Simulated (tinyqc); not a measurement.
Scattering of inversion-layer electrons by surface optical phonons of the gate insulator (remote phonon scattering): one step, computed by the program tinyqc. Command: `OMP_NUM_THREADS=1 python tinyqc.py 3110380 3110381 out.jsonl sophonon walk`. One thread of a shared host (Intel(R) Xeon(R) Processor @ 2.30GHz), about 0.01 s of CPU time with the checks.

One subband with the Fang-Howard envelope; insulator and channel are half-spaces, the gate is far away, and an interlayer only moves the polar surface away by t (its own modes and its permittivity contrast are left out).

Problem. The electron gas. Density of states D = g_v m/(pi hbar^2); eta = E_F/(k_B T) = ln(exp(n/(D k_B T)) - 1); screening wave number q_s = e^2 D/(2 eps_0 eps_avg) x 1/(1 + exp(-eta)), eps_avg = (eps_s + eps_inf)/2; b = 3/z0.

Inputs (values chosen for the exercise, modelled on HfO2 on silicon):
```
quantity                                   value    unit
optical constant eps_inf                    5.02       -
constant of the channel eps_s               11.7       -
in-plane mass m                             0.19     m_0
valleys g_v                                    2       -
sheet density n                          8.3e+12  1/cm^2
mean distance of the electrons z0 = 3/b      1.4      nm
temperature T                                300       K
```

Constants: hbar^2/(2 m_0) = 3.80998212 eV angstrom^2; k_B = 8.617333262e-05 eV/K; e^2/(4 pi eps_0) = 14.39964548 eV angstrom.

Give: D; eta; q_s; b.

Solution.

D = 1.587e+14 1/(eV cm^2)

eta = 1.881

q_s = 1.491 1/nm

b = 2.143 1/nm
